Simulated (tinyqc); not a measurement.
Self-consistent Fermi level with native defects, at growth and after a quench: one step, computed by the program tinyqc.

Energies are counted from the top of the valence band (VBM); when the gap shrinks with temperature the conduction band moves and the levels stay. D and A draw on one reservoir with opposite signs, as the two vacancies of a compound do.

Task: After the quench to T. E_g(T) = E_g - slope x max(0, T - 300 K). N_c = 2 M_c (2 pi m_e k_B T/h^2)^(3/2) and N_v = 2 (2 pi m_h k_B T/h^2)^(3/2), masses in units of m_0. n = N_c F_1/2((E_F - E_g)/k_B T), p = N_v F_1/2(-E_F/k_B T). F_1/2(eta) = (2/sqrt(pi)) int_0^infinity sqrt(x)/(1 + exp(x - eta)) dx, by the trapezoid rule in t = sqrt(x) with step 0.02 up to t = 12 (for eta < -12 by exp(eta) - exp(2 eta)/2^(3/2)). After a quench the totals of D and A stay as grown, and each is shared among its charge states with weights exp(-(E_f(q, 0) + q E_F)/k_B T). Net charge = p - n + sum q c_q; the log ratio is ln(positive charge/negative charge). E_F is the root of the log ratio, by 50 bisections between -0.5 eV and E_g + 0.5 eV.

Inputs (values chosen for the exercise, with bands modelled on ZnSe):

| quantity | value | unit |
|---|---|---|
| gap E_g at 300 K | 2.68 | eV |
| slope -dE_g/dT above 300 K | 0.00052 | eV/K |
| electron mass m_e | 0.146 | m_0 |
| valleys M_c | 1 | - |
| hole mass m_h | 0.728 | m_0 |
| growth temperature T_g | 1280 | K |
| temperature of use T | 400 | K |

Added shallow dopant: none.

total D = 2.874162e+18 cm^-3

total A = 3.022397e+18 cm^-3

E_f(q, E_F = 0) (eV): D(+2) -1.201, D(+1) 0.259, D(0) 1.959, A(0) 1.812, A(-1) 2.217, A(-2) 3.200, A(-3) 4.480

Constants: m_0 = 9.1093837015e-31 kg; k_B = 1.380649e-23 J/K; h = 6.62607015e-34 J s; k_B = 8.617333262e-05 eV/K.

Give: E_F after the quench; n after the quench; p after the quench; Frozen defects.

Result:

E_F after the quench = 1.059 eV

n after the quench = 0.03656 cm^-3

p after the quench = 1.095e+06 cm^-3

Frozen defects:

| state | c (cm^-3) | share of its total |
|---|---|---|
| D(+2) | 2.874e+18 | 1.000e+00 |
| D(+1) | 2.536e+13 | 8.824e-06 |
| D(0) | 2.118e+05 | 7.370e-14 |
| A(0) | 1.739e+09 | 5.755e-10 |
| A(-1) | 3.009e+17 | 9.957e-02 |
| A(-2) | 2.717e+18 | 8.990e-01 |
| A(-3) | 4.443e+15 | 1.470e-03 |
